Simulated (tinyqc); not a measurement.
Surface photovoltage measurement of the minority-carrier diffusion length in a wafer: one step, computed by the program tinyqc. Command: `OMP_NUM_THREADS=1 python tinyqc.py 3130246 3130247 out.jsonl spv walk`. One thread of a shared host (Intel(R) Xeon(R) Processor @ 2.30GHz), about 0.01 s of CPU time with the checks.

Low injection, steady light, a depletion layer much thinner than 1/alpha and L. The excess density dn is taken at the front edge of the neutral region; light that reaches the back is lost.

Question. One wavelength. alpha = (84.732/lambda - 76.417)^2 per cm with lambda in micrometre (an empirical fit for silicon between 0.7 and 1.05 micrometre). Thick wafer: dn = Phi L/((S_f + D/L)(L + 1/alpha)). Finite wafer, with s = S_b L/D, w = W/L, a = alpha L: dn = [Phi a/(a^2 - 1)] [a - B - exp(-alpha W)(a - s)/(cosh w + s sinh w)]/(S_f + B D/L), B = (sinh w + s cosh w)/(cosh w + s sinh w). Photovoltage V = (k_B T/e) ln(1 + dn/n_0). Lifetime = L^2/D.

Inputs (values chosen for the exercise, modelled on p-type silicon at room temperature):
```
quantity                                             value        unit
diffusion length L                                     190  micrometre
wafer thickness W                                      300  micrometre
diffusivity D                                         31.8      cm^2/s
front recombination velocity S_f                      3700        cm/s
back recombination velocity S_b                        120        cm/s
photon flux entering                               3.7e+13  1/(cm^2 s)
minority density at the surface barrier scale n_0  1.5e+09      1/cm^3
temperature T                                          298           K
wavelength                                             909          nm
```

Constants: k_B = 8.617333262e-05 eV/K.

Give: alpha; penetration depth 1/alpha; dn, thick wafer; B; dn, finite wafer; photovoltage V; lifetime.

Answer.

alpha = 282.2 1/cm

penetration depth 1/alpha = 35.44 micrometre

dn, thick wafer = 5.803e+09 1/cm^3

B = 0.9290

dn, finite wafer = 6.030e+09 1/cm^3

photovoltage V = 41.43 mV

lifetime = 11.35 microsecond

Caution: dn is not small against n_0, so V is not linear in the flux; the constant-flux reading then needs dn, not V.
